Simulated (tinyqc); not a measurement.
Single-band model of a thermoelectric material: one step, computed by the program tinyqc.

One spherical band, one scattering law, no minority carriers and no phonon drag. In a real material minority carriers limit |S| to about E_g/(2 e T), so larger values are formal. eta = E_F/(k_B T) is counted from the band edge; f = 1/(1 + exp(x - eta)).

Question. Limiting formulas for the Seebeck coefficient. Classical: |S| = (k_B/e)[r + 5/2 - ln(n/N_c)], N_c = (3 sqrt(pi)/4) N_0. Degenerate (Mott): |S| = (pi^2/3)(k_B/e)(r + 3/2)/eta_F, eta_F = (n/N_0)^(2/3).

Inputs (values chosen for the exercise, for a model material): carrier density n = 2e+19 1/cm^3; temperature T = 990 K.

Band: parabolic. Scattering: acoustic phonons, r = -0.5.

Seebeck coefficient |S| = 407.8029 microvolt/K

N_0 = 2.290270e+20 1/cm^3

Constants: k_B = 8.617333262e-05 eV/K.

Give: Seebeck coefficients.

Answer.

Seebeck coefficients:

| formula | \|S\| (microvolt/K) | deviation (%) |
|---|---|---|
| full integral | 408 | 0.0 |
| classical | 407 | -0.2 |
| degenerate | 1440 | 253.2 |
